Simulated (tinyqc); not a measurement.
Bloch-Grueneisen resistivity of a metal: one step, computed by the program tinyqc. Command: `OMP_NUM_THREADS=1 python tinyqc.py 3025437 3025438 out.jsonl bg walk`. One thread of a shared host (Intel(R) Xeon(R) Processor @ 2.30GHz), about 0.01 s of CPU time with the checks.

Electrons scatter from a Debye spectrum of phonons (n = 5 for scattering within one band, n = 3 for scattering into a second, heavy band) and from static defects.

Task: Scale of the phonon resistivity. rho_ph = (n - 1) rho_1 (T/Theta)^n J_n(Theta/T), with rho_1 = 2 pi lambda_tr k_B Theta/(hbar eps_0 w_p^2), the high-temperature line at T = Theta.

Inputs (values chosen for the exercise, modelled on tungsten): Debye temperature Theta = 322 K; transport coupling lambda_tr = 0.24; Drude plasma energy hbar w_p = 7.1 eV.

Addition: T^2 term.

Constants: k_B = 1.380649e-23 J/K; hbar = 1.054571817e-34 J s; eps_0 = 8.8541878128e-12 F/m; hbar = 6.582119569e-16 eV s.

Give: rho_1.

Result:

rho_1 = 6.1705 microohm cm
